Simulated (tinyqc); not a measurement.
Inside a calculation. Model: thermal stress and diffusional relaxation in a metal film: Coble and Nabarro-Herring creep, cooling and holds. Computed by tinyqc, a small Python program that keeps every step. Command: `OMP_NUM_THREADS=1 python tinyqc.py 3002061 3002062 out.jsonl creep walk`. One thread of a shared host (Intel(R) Xeon(R) Processor @ 2.30GHz), about 0.08 s of CPU time with the checks. Intermediate numbers are printed to about 7 digits and carried at full precision; extremes and crossings named in words are read from the listed rows.

A thin film on a rigid substrate is stress-free at T0. Tension is positive and the film creeps linearly: d sigma/dt = -M (mismatch) dT/dt - sigma/tau.

Inputs (values chosen for the exercise, modelled on aluminium films on silicon):
```
quantity                           value        unit
biaxial modulus M                    109         GPa
expansion mismatch                  21.1      1e-6/K
atomic volume Omega                 16.6  angstrom^3
lattice prefactor D0              0.0002       m^2/s
lattice energy E                    1.49          eV
boundary prefactor (delta D_b)0  4.9e-14       m^3/s
boundary energy E_b                0.869          eV
grain size d                         1.3          um
stress-free temperature T0           400           C
hold temperature T                   240           C
hold time t                         0.01           h
cooling rate                           2       C/min
yield stress                         270         MPa
```

Constants: k_B = 1.380649e-23 J/K; k_B = 8.617333262e-05 eV/K.

## Elastic stress after a quench

Thermoelastic slope = M x mismatch; sigma_0 = slope x (T0 - T).

thermoelastic slope = 2.2999 MPa/K

stress after a quench sigma_0 = 367.984 MPa

Caution: the elastic stress exceeds the yield stress, so dislocation glide would cap it first.

## Creep at the hold temperature

Creep rate per stress: Nabarro-Herring 14 D Omega/(k_B T d^2), Coble (14 pi) delta D_b Omega/(k_B T d^3), with D = D0 exp(-E/(k_B T)), delta D_b = (delta D_b)0 exp(-E_b/(k_B T)); 1/tau = M x (sum of both)/2 (biaxial strain rate is half the uniaxial one). Temperatures in kelvin are T(C) + 273.15. sigma(t) = sigma_0 exp(-t/tau), relaxed part sigma_0 - sigma(t); the grain size where both mechanisms are equal is pi delta D_b/D.

Nabarro-Herring rate = 9.023571e-15 1/(Pa s)

Coble rate = 6.710453e-12 1/(Pa s)

relaxation time tau = 7.585175e-04 h

stress after the hold = 6.922436e-04 MPa

stress relaxed during the hold = 367.9833 MPa

crossover grain size = 966.7557 um

Coble creep is 740 times as fast as Nabarro-Herring creep at this grain size. The crossover size is formal, far above any film grain. Caution: bulk creep laws overstate relaxation in a bonded film, where the substrate constrains boundary diffusion, and dislocation glide is left out.

## Stress after cooling to room temperature

Cooling from T0 at the constant rate: d sigma/dT = -slope + sigma/(tau(T) x rate), integrated to 25 C (stiff solver, tolerance 1e-9). Effective stress-free temperature T_eff = 25 C + sigma/slope.

stress at 25 C = 222.7753 MPa

effective stress-free temperature = 121.8630 C

Creep during cooling removes 74.2 % of the elastic value. Caution: bulk creep laws overstate relaxation in a bonded film, and dislocation glide would cap stresses above the yield stress.

## Where a fixed hold relaxes most

For each hold temperature: sigma_0 = slope (T0 - T), relaxed stress sigma_0 (1 - exp(-t/tau)), initial rate sigma_0/tau. In confined lines the relaxed part appears as void volume.

Holds:
```
T (C)  sigma_0 (MPa)       tau (h)  relaxed (MPa)  initial rate (MPa/h)
25          862.4625  6.298071e+02   1.369396e-02          1.369407e+00
65          770.4665  1.307053e+01   5.892432e-01          5.894686e+01
105         678.4705  6.235243e-01   1.079443e+01          1.088122e+03
145         586.4745  5.377934e-02   9.951344e+01          1.090520e+04
185         494.4785  7.174223e-03   3.717929e+02          6.892432e+04
225         402.4825  1.331293e-03   4.022624e+02          3.023245e+05
265         310.4865  3.188646e-04   3.104865e+02          9.737254e+05
305         218.4905  9.332328e-05   2.184905e+02          2.341222e+06
345         126.4945  3.201742e-05   1.264945e+02          3.950803e+06
385          34.4985  1.246290e-05   3.449850e+01          2.768095e+06
```

The relaxed stress peaks at 225 C among these rows: colder holds have more stress but slower diffusion, hotter ones faster diffusion but less stress. The initial rate peaks about k_B T^2/E_b = 45 K below T0 when boundaries dominate; its largest row is 345 C. Caution: dislocation glide would cap stresses above the yield stress; capping layers can block the surface and boundary paths, and threshold stresses are ignored.

Checks made by the program: cooling integral by quadrature (relative difference 4e-09).
